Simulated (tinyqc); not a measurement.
Inside a calculation. Model: Schottky emission and Poole-Frenkel conduction in an insulator, and how to tell them apart.

Numbers from tinyqc (`OMP_NUM_THREADS=1 python tinyqc.py 2370165 2370166 out.jsonl`; about 0.01 s on one thread of a shared Intel Xeon 2.30GHz). Printed values are rounded.

Schottky emission (electrode-limited): J = As T^2 exp[-(pb - b sqrt(F))/Vt], b = sqrt(q/(4 pi eps0 ei)). Poole-Frenkel emission (bulk-limited): J = s0 F exp[-(pt - 2 b sqrt(F))/Vt]. F in V/cm.

Parameters, values chosen for the exercise; dielectric values close to those of silicon nitride:
- T = 300 K (temperature)
- ei = 4.23 (high-frequency relative permittivity)
- es = 7.82 (static relative permittivity)
- pt = 1.18 eV (trap depth)
- s0 = 0.024 S/cm (Poole-Frenkel prefactor)
- pb = 1.3 eV (electrode barrier)
- As = 51 A/(cm^2 K^2) (Richardson constant)
- F = 2.2 MV/cm (field)

Constants: q = 1.602176634e-19 C, kB = 1.380649e-23 J/K, Vt = kB T/q, eps0 = 8.8541878128e-14 F/cm where lengths are in cm. Results are converted to the units shown.

Range of the model: At the field F a Fowler-Nordheim estimate for tunnelling through pb (mass 0.4 m0) gives 3.3e-6 A/cm^2, more than Schottky emission.

## Both currents at one field

Lowerings b sqrt(F) and 2 b sqrt(F); the image-force maximum lies at sqrt(q/(16 pi eps0 ei F)) from the electrode.

Schottky lowering = 273.664 meV
position of the barrier top = 0.621963 nm
Poole-Frenkel lowering = 547.327 meV
J, Schottky = 2.63100e-11 A/cm^2
J, Poole-Frenkel = 1.24222e-6 A/cm^2

Injection and bulk transport act in series, so the smaller capacity limits the current: here the electrode, by a factor of 47200.

## Which mechanism made these data

```
point  F (MV/cm)  J (A/cm^2)
0           1.12    4.992e-9
1           1.97    1.213e-6
2           2.81    8.488e-5
3           3.66    0.003247
4            4.5     0.07798
```

The data come from another sample of the same dielectric, in which one mechanism alone limits the current. Fit straight lines by least squares: ln J on sqrt(F) (Schottky plot, slope b/Vt) and ln(J/F) on sqrt(F) (Poole-Frenkel plot, slope 2 b/Vt), F in V/cm, and read a permittivity from each slope. The right mechanism gives a value near ei, and in any case between ei and es.

slope of the Schottky plot = 0.0155776 (cm/V)^0.5
permittivity read as Schottky = 0.887895
slope of the Poole-Frenkel plot = 0.0142738 (cm/V)^0.5
permittivity read as Poole-Frenkel = 4.23006

Both plots are nearly straight, so straightness decides nothing. Read as Poole-Frenkel the data give 4.23, which matches ei = 4.23; read as Schottky they give 0.888, below 1 and impossible. The data are Poole-Frenkel.
